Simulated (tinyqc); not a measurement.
MOSFET in the linear regime without short-channel effects, parameter extraction from computed curves: two steps of the calculation.

Inversion charge Q = Cox n Vt W0(exp((Vg - VT)/(n Vt))), W0 the Lambert function and n = nf; u = Q/Cox; mobility mu = mu0/(1 + th1 u + th2 u^2); channel resistance Rch = (L - dL)/(W mu Q); Id = Vd/(Rch + Rsd/W). Cox = eps0 eox/tox. Small Vd, no channel-length or drain effects.

Parameters, values chosen for the exercise; channel values of the order met in silicon transistors:
```
symbol,value,unit,meaning
T,300,K,temperature
eox,9.22,,relative permittivity of the gate insulator (close to aluminium oxide)
tox,7.3,nm,insulator thickness
mu0,220,cm^2/(V s),low-field mobility
th1,0.71,1/V,first mobility attenuation factor
th2,0.16,1/V^2,second mobility attenuation factor
VT,0.28,V,threshold voltage
nf,1.07,,body factor
W,10,um,gate width
L,1.4,um,drawn gate length
dL,0.011,um,drawn less effective length
Rsd,82,ohm um,source plus drain resistance
Vd,0.01,V,drain voltage
```

Constants: q = 1.602176634e-19 C, kB = 1.380649e-23 J/K, Vt = kB T/q, eps0 = 8.8541878128e-14 F/cm where lengths are in cm. Results are converted to the units shown.

Problem 1. Transfer curve. u, mu, Rch and Id as defined.

Vg, point 0 to 11 (V): 0.08  0.18  0.28  0.38  0.48  0.58  0.68  0.78  0.88  0.98  1.08  1.18

Give: u; mu; Rch; Id.

Solution 1.

```
point     u (V)  mu (cm^2/(V s))  Rch (ohm)   Id (uA)
0      2.002e-5            220.0    2.820e7  3.546e-4
1      7.252e-4            219.9    7.789e5   0.01284
2       0.01569            217.6    3.639e4    0.2747
3       0.07311            209.0       8129     1.229
4        0.1527            197.8       4111     2.428
5        0.2402            186.5       2773     3.596
6        0.3313            175.6       2135     4.666
7        0.4245            165.4       1769     5.626
8        0.5189            155.9       1536     6.477
9        0.6142            147.0       1375     7.227
10       0.7102            138.8       1260     7.886
11       0.8067            131.2       1174     8.462
```

Problem 2. Threshold and mobility at the peak transconductance. gm_i = (Id_(i+1) - Id_(i-1))/(Vg_(i+1) - Vg_(i-1)); at the point j of largest gm the tangent meets the axis at V_ext = Vg_j - Id_j/gm_j; field-effect mobility gm_j L/(W Cox Vd) with the drawn L.

```
point  Vg (V)       Id (uA)
0        0.08  3.5463842e-4
1        0.18   0.012838567
2        0.28    0.27474039
3        0.38     1.2288714
4        0.48     2.4276110
5        0.58     3.5957112
6        0.68     4.6663061
7        0.78     5.6259103
8        0.88     6.4769437
9        0.98     7.2270943
10       1.08     7.8856049
11       1.18     8.4618144
```

Find: gm; j; V_ext; field-effect mobility.

Solution 2.

gm, point 1 to 10 (uS): 1.3719  6.0802  10.764  11.834  11.193  10.151  9.0532  8.0059  7.0433  6.1736
j = 4
V_ext = 0.27486 V
field-effect mobility = 148.15 cm^2/(V s)

V_ext is 5.1 mV below the model VT, and the mobility so found is 33 % below mu0 L/(L - dL) = 222 cm^2/(V s), the value for the drawn L; attenuation, series resistance and the slow approach of Q to a straight line all lower the peak gm.

tinyqc, about 0.01 s, one thread, Intel Xeon 2.30GHz (shared host): `OMP_NUM_THREADS=1 python tinyqc.py 2210112 2210113 out.jsonl`
